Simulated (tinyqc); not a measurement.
## Surface concentration from sheet resistance and junction depth

Inverse problem. An n-type layer has N(x) = N0 exp(-(x/Ld)^2), xj = Ld sqrt(ln(N0/Nb)), N0 below Ns. Active dopant A = min(N, Ns); n solves n (n + Nb)/(A - Nb - n) = K, K = (NB/gd) exp(-E/Vt), E = max(Ei - ks A^(1/3), 0), so n = 2 K (A - Nb)/[Nb + K + sqrt((Nb + K)^2 + 4 K (A - Nb))]; mobility mu = m1 + (m2 (T/300 K)^(-bt) - m1)/(1 + ((A + Nb)/Nr)^am). 1/Rs = q times the integral of n mu from 0 to xj. Find N0, Ld and the dose down to xj.

Parameters, values chosen for the exercise: temperature T = 350 K; background doping of the opposite type Nb = 2.1e15 cm^-3; mobility limit at high doping m1 = 65.8 cm^2/(V s); mobility limit at low doping, at 300 K m2 = 1460 cm^2/(V s); reference doping of the mobility law Nr = 9.13e16 cm^-3; exponent of the mobility law am = 0.71; temperature exponent of m2 bt = 2.2; solubility limit of active dopant Ns = 4.08e20 cm^-3; conduction-band density of states at T NB = 3.44e19 cm^-3; ionisation energy in the dilute limit Ei = 0.0449 eV; degeneracy factor of the level gd = 2; lowering of Ei per N^(1/3) ks = 0 eV cm.

Constants: q = 1.602176634e-19 C, kB = 1.380649e-23 J/K, Vt = kB T/q. Results are converted to the units shown.

Rs = 8485.3555 ohm/square
xj = 82.573413 nm

Solution. For a given shape and background, Rs xj depends on N0 alone and falls as N0 rises (an Irvin curve), so it fixes N0; xj then gives Ld.

N0 = 1.100e18 cm^-3
Ld = 33.00 nm
dose = 3.216e12 cm^-2

Program tinyqc, `OMP_NUM_THREADS=1 python tinyqc.py 2110172 2110173 out.jsonl`; Intel Xeon 2.30GHz, shared host, one thread, about 0.02 s.
